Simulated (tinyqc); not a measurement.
Illuminated p-n diode, drift-diffusion by the Gummel loop with Scharfetter-Gummel fluxes: two steps of the calculation.

Abrupt junction at x = 0, p side from -Lp, n side to Ln, ohmic contacts. psi is counted from the intrinsic level; n = ni exp((psi - phin)/Vt), p = ni exp((phip - psi)/Vt). Contacts: p side psi = V - Vt ln(Na/ni), p = Na, n = ni^2/Na; n side psi = Vt ln(Nd/ni), n = Nd, p = ni^2/Nd. Constant mobilities, D = mu Vt, Boltzmann statistics, SRH recombination through a mid-gap level, U = (n p - ni^2)/(tp (n + ni) + tn (p + ni)). Current is positive from the p contact to the n contact.

Values chosen for this exercise; band and dielectric values those of a made-up semiconductor:
- T = 300 K (temperature)
- eps_r = 11.1 (relative permittivity)
- Na = 6.5e17 cm^-3 (acceptor density of the p side)
- Nd = 1.6e16 cm^-3 (donor density of the n side)
- mun = 630 cm^2/(V s) (electron mobility)
- tn = 1e-10 s (SRH lifetime of electrons)
- tp = 1e-8 s (SRH lifetime of holes)
- G = 4e19 cm^-3 s^-1 (uniform generation rate)
- V = 0.47 V (bias of the p contact)

Constants: q = 1.602176634e-19 C, kB = 1.380649e-23 J/K, Vt = kB T/q, eps0 = 8.8541878128e-14 F/cm where lengths are in cm. Results are converted to the units shown.

Question 1. Poisson equation. With phin and phip held, solve a_i (psi_(i+1) - psi_i) - a_(i-1) (psi_i - psi_(i-1)) + q w_i (p_i - n_i + C_i) = 0 for the inner nodes by Newton steps to convergence; a_i = eps0 eps_r/h_i, h_i = x_(i+1) - x_i, w_i = (h_(i-1) + h_i)/2, C = -Na or +Nd.

| node | x (nm) | phin at the start (V) | phip at the start (V) |
|---|---|---|---|
| 0 | -3100 | 0.47 | 0.47 |
| 1 | -1110 | 0 | 0.47 |
| 2 | -390 | 0 | 0.47 |
| 3 | -132 | 0 | 0.47 |
| 4 | -39.4 | 0 | 0.47 |
| 5 | -6 | 0 | 0.47 |
| 6 | 6 | 0 | 0.47 |
| 7 | 30.5 | 0 | 0.47 |
| 8 | 80.3 | 0 | 0.47 |
| 9 | 182 | 0 | 0.47 |
| 10 | 389 | 0 | 0.47 |
| 11 | 810 | 0 | 0 |

ni = 5.6048239e11 cm^-3

Wanted: psi; n after Poisson; p after Poisson.

Answer 1.

| node | psi (V) | n after Poisson (cm^-3) | p after Poisson (cm^-3) |
|---|---|---|---|
| 0 | 0.1090 | 4.833e5 | 6.500e17 |
| 1 | 0.1090 | 3.800e13 | 6.500e17 |
| 2 | 0.1090 | 3.800e13 | 6.500e17 |
| 3 | 0.1090 | 3.800e13 | 6.500e17 |
| 4 | 0.1091 | 3.809e13 | 6.486e17 |
| 5 | 0.1142 | 4.643e13 | 5.321e17 |
| 6 | 0.1684 | 3.781e14 | 6.534e16 |
| 7 | 0.2201 | 2.792e15 | 8.849e15 |
| 8 | 0.2586 | 1.239e16 | 1.993e15 |
| 9 | 0.2670 | 1.712e16 | 1.443e15 |
| 10 | 0.2674 | 1.741e16 | 1.419e15 |
| 11 | 0.2652 | 1.600e16 | 1.963e7 |

Question 2. Electron continuity. With psi and p held, F_i = (mun Vt/h_i) [n_(i+1) B(d_i) - n_i B(-d_i)], d_i = (psi_(i+1) - psi_i)/Vt, B(d) = d/(exp(d) - 1); solve F_i - F_(i-1) = w_i [(n_i p_i - ni^2)/den_i - G] for the new n, with den = tp (n + ni) + tn (p + ni) taken at the old n and p, h_i = x_(i+1) - x_i, w_i = (h_(i-1) + h_i)/2; phin = psi - Vt ln(n/ni).

| node | x (nm) | psi (V) | n after Poisson (cm^-3) | p after Poisson (cm^-3) |
|---|---|---|---|---|
| 0 | -3100 | 0.10901082 | 4.8329308e5 | 6.5e17 |
| 1 | -1110 | 0.10900930 | 3.8004732e13 | 6.5003800e17 |
| 2 | -390 | 0.10900930 | 3.8004732e13 | 6.5003800e17 |
| 3 | -132 | 0.10900939 | 3.8004863e13 | 6.5003577e17 |
| 4 | -39.4 | 0.10906845 | 3.8091775e13 | 6.4855262e17 |
| 5 | -6 | 0.11418530 | 4.6429127e13 | 5.3209100e17 |
| 6 | 6 | 0.16840347 | 3.7810796e14 | 6.5337213e16 |
| 7 | 30.5 | 0.22008787 | 2.7917433e15 | 8.8491376e15 |
| 8 | 80.3 | 0.25861991 | 1.2393249e16 | 1.9933853e15 |
| 9 | 182 | 0.26697878 | 1.7124110e16 | 1.4426747e15 |
| 10 | 389 | 0.26739983 | 1.7405295e16 | 1.4193681e15 |
| 11 | 810 | 0.26522346 | 1.6e16 | 1.9633782e7 |

ni = 5.6048239e11 cm^-3

Wanted: new n; phin after round 1.

Answer 2.

| node | new n (cm^-3) | phin after round 1 (V) |
|---|---|---|
| 0 | 4.8329e5 | 0.47000 |
| 1 | 1.7535e12 | 0.07952 |
| 2 | 1.2806e13 | 0.02812 |
| 3 | 2.6624e13 | 0.00920 |
| 4 | 3.4291e13 | 0.00272 |
| 5 | 4.5313e13 | 0.00063 |
| 6 | 3.7317e14 | 0.00034 |
| 7 | 2.7653e15 | 0.00025 |
| 8 | 1.2293e16 | 0.00021 |
| 9 | 1.7004e16 | 0.00018 |
| 10 | 1.7319e16 | 0.00013 |
| 11 | 1.6000e16 | 0.00000 |

Program tinyqc, `OMP_NUM_THREADS=1 python tinyqc.py 2240104 2240105 out.jsonl`; Intel Xeon 2.30GHz, shared host, one thread, about 0.5 s.
